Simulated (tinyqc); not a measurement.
Inside a calculation. Model: band bending at a free surface with a continuum of surface states, surface photovoltage and Kelvin probe.

Program tinyqc, `OMP_NUM_THREADS=1 python tinyqc.py 2430022 2430023 out.jsonl`; Intel Xeon 2.30GHz, shared host, one thread, about 0.01 s. Printed values are rounded.

n-type bulk, xi = Ec - EF = Vt ln(Nc/Nd), p0 = ni^2/Nd, ni = sqrt(Nc Nv) exp(-Eg/(2 Vt)), Eg in volts. b is the upward band bending, u = b/Vt. Space charge per area, in units of q: Qc = sign(b) sqrt((2 eps0 eps_r Vt/q) [(Nd + dn)(exp(-u) - 1) + Nd u + (p0 + dn)(exp(u) - 1)]), with dn the excess density under light (flat quasi-Fermi levels; 0 in the dark). The states hold -Ds (E0 - xi - b): negative while the Fermi level lies above the neutrality level. Neutrality: Qc + Qf + (charge of the states) = 0.

Inputs (values chosen for the exercise); band and dielectric values close to those of 4H silicon carbide: temperature T = 300 K; band gap Eg = 3.27 eV; relative permittivity eps_r = 9.84; conduction-band density of states at T Nc = 1.69e19 cm^-3; valence-band density of states at T Nv = 2.48e19 cm^-3; electron affinity chi = 3.6 eV; donor density Nd = 2e17 cm^-3; fixed positive charge at the surface Qf = 0 cm^-2; work function of the probe tip pt = 5.03 eV; density of surface states Ds = 1.5e13 cm^-2 eV^-1; depth of their neutrality level below the conduction edge E0 = 0.76 eV; excess carrier density under light dn = 4.6e13 cm^-3.

Constants: q = 1.602176634e-19 C, kB = 1.380649e-23 J/K, Vt = kB T/q, eps0 = 8.8541878128e-14 F/cm where lengths are in cm. Results are converted to the units shown.

## Bulk quantities

xi, ni, p0, the Debye length sqrt(eps0 eps_r Vt/(q Nd)) and the flat-band work function chi + xi.

xi = 0.1146989 eV
ni = 6.988405e-9 cm^-3
p0 = 2.441890e-34 cm^-3
Debye length = 8.383952 nm
chi + xi = 3.714699 eV

## Iteration 1: band bending in the dark

b at the start = 0.52 V

Newton step: b(new) = b - (Qc + Qf - Ds (E0 - xi - b))/(dQc/db + Ds), dQc/db = (eps0 eps_r/q) [Nd (1 - exp(-u)) + p0 exp(u)]/Qc.

b after iteration 1 = 0.5725118 V

## Iteration 2: band bending in the dark

As before.

b after iteration 2 = 0.5725987 V

## Course of the iteration

Stop when b changes by less than 1e-10 V, or after 40 iterations.

Course of the iteration:
```
iteration      b (V)  change (V)
1          0.5725118      0.0525
2          0.5725987     8.69e-5
3          0.5725987    2.15e-10
4          0.5725987           0
```

Converged in 4 iterations.

## Work function and Kelvin-probe reading

converged b = 0.5725987 V

Work function chi + xi + b; contact potential difference CPD = (work function of the sample) - pt. Depth of EF below Ec at the surface: xi + b. Depletion width Qc/Nd.

xi + b = 0.6872976 eV
Qc = 1.090536e12 cm^-2
Qc/Nd = 54.52678 nm
work function = 4.287298 eV
CPD = -742.7024 mV

The Fermi level lies 72.7 meV above the neutrality level.

## Surface photovoltage

Under chopped light the surface charge keeps its dark value, so b falls to bL with Qc(bL, dn) = Qc(b, 0); the photovoltage is b - bL. Qc rises with b, so bL follows by bisection.

bL = 0.2793586 V
photovoltage = 293.2401 mV
share of b removed = 51.21215 %
excess holes at the surface, dn exp(bL/Vt) = 2.268695e18 cm^-3
